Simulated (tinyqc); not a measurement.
# Chip with leakage that grows with temperature, electro-thermal loop and runaway: two studies

One temperature T for the device, T = T0 + Rth P(T), with P(T) = Pd + Pl (T/300 K)^2 exp[(q Ea/kB)(1/(300 K) - 1/T)]. The loop gain is Rth dP/dT; a solution is thermally stable when it is below one.

Values chosen for this exercise:
- T0 = 320 K (ambient temperature)
- Pd = 5.1 W (temperature-independent switching power)
- Pl = 0.0689 W (leakage power at 300 K)
- Ea = 0.4 eV (activation energy of the leakage)
- Rth = 4.8 K/W (thermal resistance)

Constants: q = 1.602176634e-19 C, kB = 1.380649e-23 J/K. Results are converted to the units shown.

Each table varies one quantity; the others keep the values above.

## Effect of the temperature-independent switching power

P'(T) = (P - Pd)(2/T + q Ea/(kB T^2)), G = Rth P'. T is the lowest solution and Tu the next, unstable one.

Effect of the temperature-independent switching power:
```
Pd (W)	T (K)	P (W)	G	Tu (K)
1.3	327.70	1.6040	0.071988	447.74
1.7	329.78	2.0366	0.078765	446.92
2.1	331.87	2.4725	0.086143	446.07
2.8	335.57	3.2445	0.10067	444.52
3.6	339.89	4.1436	0.12019	442.63
4.7	346.00	5.4170	0.15334	439.81
6.1	354.20	7.1250	0.20982	435.72
7.9	365.90	9.5635	0.32048	429.15
10	383.97	13.328	0.58608	416.86
```

Read the table: what changes, and by how much?

As Pd goes from 1.3 to 10 W, T rises from 327.7 to 384.0 K, the power rises from 1.60 to 13.3 W and the loop gain rises from 0.0720 to 0.586. The gap between the stable and unstable solutions goes from 120 to 32.9 K.

## Effect of the ambient temperature

Same model as above.

Effect of the ambient temperature:
```
T0 (K)	T (K)	P (W)	G	Tu (K)
260	284.6	5.127	0.008294	461.8
272	296.8	5.157	0.01624	458.4
284	309.0	5.215	0.03038	454.5
296	321.6	5.323	0.05478	450.1
308	334.5	5.523	0.09629	445.0
320	348.3	5.893	0.1676	438.7
332	363.8	6.629	0.2978	430.4
344	385.2	8.576	0.6087	415.9
```

Read the table: what changes, and by how much?

As T0 goes from 260 to 344 K, T rises from 284.6 to 385.2 K, the power rises from 5.13 to 8.58 W and the loop gain rises from 0.00829 to 0.609. The gap between the stable and unstable solutions goes from 177 to 30.8 K. At T0 = 356 K no solution is left within 900 K of T0: thermal runaway.

Program tinyqc, `OMP_NUM_THREADS=1 python tinyqc.py 2520062 2520063 out.jsonl`; Intel Xeon 2.30GHz, shared host, one thread, about 0.01 s.
